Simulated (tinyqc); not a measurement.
Born-von Karman spring model of a cubic crystal with one atom per cell: one step, computed by the program tinyqc.

First neighbours lie at a (1,0,0) (6 of them), second at a (1,1,0) (12), with all permutations and signs; the volume per atom is Omega = a^3.

Problem. Frequencies at the zone boundary. A neighbour at R with unit vector n couples by the matrix K(R) = kL n n^T + kT (1 - n n^T), and D(q) = (1/M) sum_R K(R) [1 - cos(q.R)]. An eigenvalue lambda of D in eV/(angstrom^2 u) gives nu = 15.6333042 THz x sqrt(lambda).

Inputs (values chosen for the exercise, for a model crystal):
```
quantity                value           unit
atomic mass M            56.8              u
radial spring k1L         1.5  eV/angstrom^2
transverse spring k1T  -0.021  eV/angstrom^2
radial spring k2L        0.87  eV/angstrom^2
transverse spring k2T   0.024  eV/angstrom^2
```

Lattice: sc.

Constants: nu for 1 eV/(angstrom^2 u) = 15.6333042 THz.

Give: Frequencies (THz) at points given in 2 pi/a.

Solution.

Frequencies (THz) at points given in 2 pi/a:
```
point               nu 1   nu 2   nu 3
X (0.5, 0, 0)      3.981  3.981  7.523
M (0.5, 0.5, 0)    5.482  6.455  6.455
R (0.5, 0.5, 0.5)  5.009  5.009  5.009
```
